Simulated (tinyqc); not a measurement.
# Inputs raised by 5 %, one at a time

Model: mobility limited by charged threading dislocations. Computed by tinyqc, a small Python program. Command: `OMP_NUM_THREADS=1 python tinyqc.py 3024538 3024539 out.jsonl disl sens`. One thread of a shared host (Intel(R) Xeon(R) Processor @ 2.30GHz), about 0.01 s of CPU time with the checks.

Parallel lines trap electrons, one site every c, and the current flows across them. Donors are taken as fully ionised and statistics as non-degenerate; SI units, mass times m_0.

Inputs (values chosen for the exercise, modelled on germanium on silicon): effective mass m = 0.12 m_0; permittivity eps = 16; site spacing c along the line = 4 angstrom; largest filling f_0 = 0.64; acceptor level E_t below the band edge = 0.3 eV; dislocation density N_dis = 6.3e+07 1/cm^2; donor density N = 3.5e+17 1/cm^3; lattice mobility at 300 K = 4400 cm^2/(V s); temperature T = 150 K.

Band: parabolic. Filling of the line: given.

Constants: eps_0 = 8.8541878128e-12 F/m; k_B = 1.380649e-23 J/K; e = 1.602176634e-19 C; hbar = 1.054571817e-34 J s; m_0 = 9.1093837015e-31 kg.

Method:
- The filling is f = f_0; Read radius R = sqrt(f/(pi c N)). Free electrons n = N - f N_dis/c; screening length lambda = sqrt(eps eps_0 k_B T/(e^2 n)).
- tau(k) = hbar^3 (eps eps_0)^2 c^2 (1 + 4 lambda^2 k^2)^(3/2)/(N_dis m e^4 f^2 lambda^4), k the wave number across the lines; mu_dis = (e/m) int x tau exp(-x) dx with x = hbar^2 k^2/(2 m k_B T), 160 Gauss-Legendre points in sqrt(x) from 0 to sqrt(32). Closed form for lambda k >> 1: mu = 30 sqrt(2 pi) (eps eps_0)^2 c^2 (k_B T)^(3/2)/(N_dis e^3 f^2 lambda sqrt(m)).
- Other processes: Brooks-Herring mobility of a classical gas, mu_I = 128 sqrt(2 pi) (eps eps_0)^2 (k_B T)^(3/2)/(N e^3 sqrt(m) [ln(1 + b) - b/(1 + b)]), b = 24 m k_B T lambda^2/hbar^2; lattice mobility times (T/300 K)^(-2); Matthiessen's rule.

Runs; columns: (1) input moved; (2) from; (3) to; (4) total mobility (cm^2/(V s)); (5) dislocation mobility (cm^2/(V s)); (6) resistivity (ohm cm); (7) impurity mobility (cm^2/(V s)):
```
(1)                                          (2)        (3)     (4)         (5)        (6)     (7)
base run                                       -          -  4692.6  1.2647e+05  0.0038112  6739.7
effective mass m (m_0)                      0.12      0.126  4535.5  1.2279e+05  0.0039432  6430.0
permittivity eps                              16       16.8  4953.7  1.3538e+05  0.0036103  7264.1
largest filling f_0                         0.64      0.672  4674.6  1.1470e+05  0.0038264  6739.2
dislocation density N_dis (1/cm^2)      63000000   66150000  4683.7  1.2043e+05  0.0038190  6739.2
donor density N (1/cm^3)                 3.5e+17  3.675e+17  4614.1  1.3029e+05  0.0036910  6568.8
temperature T (K)                            150      157.5  4662.3  1.3147e+05  0.0038360  6932.9
lattice mobility at 300 K (cm^2/(V s))      4400       4620  4753.0  1.2647e+05  0.0037628  6739.7
```

Exponents ln(y'/y) / ln(x'/x):
```
input                      total mobility  dislocation mobility  resistivity  impurity mobility
effective mass m                   -0.698                -0.604        0.698             -0.964
permittivity eps                    1.110                 1.396       -1.110              1.536
largest filling f_0                -0.079                -2.002        0.082             -0.001
dislocation density N_dis          -0.039                -1.002        0.042             -0.001
donor density N                    -0.346                 0.611       -0.657             -0.526
temperature T                      -0.133                 0.796        0.133              0.579
lattice mobility at 300 K           0.262                 0.000       -0.262              0.000
```

To which inputs is each result most sensitive?

Among the inputs moved here: total mobility answers most in size to permittivity eps (exponent +1.110), next to effective mass m (-0.698). Dislocation mobility answers most in size to largest filling f_0 (exponent -2.002), next to permittivity eps (+1.396); its exponent is below 0.0005 for lattice mobility at 300 K. Its exponent -2.002 in largest filling f_0: the square of the line charge. Its exponent -1.002 in dislocation density N_dis: independent lines. Resistivity answers most in size to permittivity eps (exponent -1.110), next to effective mass m (+0.698). Impurity mobility answers most in size to permittivity eps (exponent +1.536), next to effective mass m (-0.964); its exponent is below 0.0005 for lattice mobility at 300 K.

Caution (all rows): the potential of a line filled this far exceeds the acceptor depth E_t = 0.3 eV, so its own charge would keep f lower. Caution (all rows): n exceeds half of N_c, so classical statistics and Debye screening are rough. Caution (all rows): the Read radius sqrt(f/(pi c N)) exceeds three screening lengths: the line potential is not weak, and the Born approximation overstates the scattering, possibly several times.

Extremes, crossings and ranges named in words are read from the listed rows.
